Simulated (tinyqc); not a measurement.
Lattice against boundary over temperature: grain-boundary diffusion: Harrison regimes, Fisher and Le Claire analysis, Hart average. Computed by tinyqc, a small Python program. Command: `OMP_NUM_THREADS=1 python tinyqc.py 3016680 3016681 out.jsonl gbdiff walk`. One thread of a shared host (Intel(R) Xeon(R) Processor @ 2.30GHz), about 0.01 s of CPU time with the checks.

A boundary is a slab of width delta with diffusivity D_b, normal to a surface held at constant concentration; it leaks into grains of diffusivity D.

Inputs (values chosen for the exercise, for a model polycrystal):

| quantity | value | unit |
|---|---|---|
| melting point T_m | 2040 | K |
| lattice prefactor D0 | 1.9e-05 | m^2/s |
| lattice activation energy E | 2.97 | eV |
| boundary prefactor D0b | 2.1e-06 | m^2/s |
| boundary activation energy E_b | 1.89 | eV |
| boundary width delta | 0.73 | nm |
| segregation factor s | 10 | - |
| grain size d | 0.55 | um |
| temperature T | 1450 | K |
| time t | 810000 | s |

Constants: k_B = 8.617333262e-05 eV/K.

Method:
- D = D0 exp(-E/(k_B T)), D_b = D0b exp(-E_b/(k_B T)).
- Triple product P = s delta D_b.
- Hart average for parallel slabs: f = delta/d, D_eff = (s f D_b + (1 - f) D)/(1 - f + s f); share of the boundaries = s f D_b/(s f D_b + (1 - f) D); depth sqrt(D_eff t).
- l = sqrt(D t); P = s delta D_b; alpha = s delta/(2 l); beta = P/(2 D l). Regime A if l > 3 d, C if alpha > 1, B if alpha < 0.1, l < d/4 and beta > 10, otherwise a transition.
- D_eff = (s f D_b + (1 - f) D)/(1 - f + s f), f = delta/d; share of the boundaries = s f D_b/(s f D_b + (1 - f) D).

boundary fraction f = 0.00132727

Diffusivities (m^2/s):

| T/T_m | T (K) | D | D_b | D_eff | share | regime |
|---|---|---|---|---|---|---|
| 0.3 | 612 | 6.6223e-30 | 5.7306e-22 | 7.5163e-24 | 1.00000 | C |
| 0.4 | 816 | 8.6187e-24 | 4.4587e-18 | 5.8488e-20 | 0.99985 | C |
| 0.5 | 1020 | 4.0189e-20 | 9.6340e-16 | 1.2676e-17 | 0.99687 | transition |
| 0.6 | 1224 | 1.1217e-17 | 3.4690e-14 | 4.6607e-16 | 0.97625 | A |
| 0.7 | 1428 | 6.2641e-16 | 4.4867e-13 | 6.5029e-15 | 0.90494 | A |
| 0.8 | 1632 | 1.2797e-14 | 3.0599e-12 | 5.2763e-14 | 0.76065 | A |
| 0.9 | 1836 | 1.3371e-13 | 1.3621e-11 | 3.1061e-13 | 0.57517 | A |
| 1.0 | 2040 | 8.7384e-13 | 4.4979e-11 | 1.4523e-12 | 0.40621 | A |

What follows from these numbers?

The apparent activation energy of D_eff is 1.89 eV between the first rows and 2.44 eV between the last, against E_b = 1.89 and E = 2.97 eV. Among these rows boundaries carry most of the flux up to T/T_m = 0.9, the lattice above. Caution: the segregation factor is held fixed, although it falls with temperature. Caution: outside regime A, D_eff and the share of the boundaries hold only at steady state.
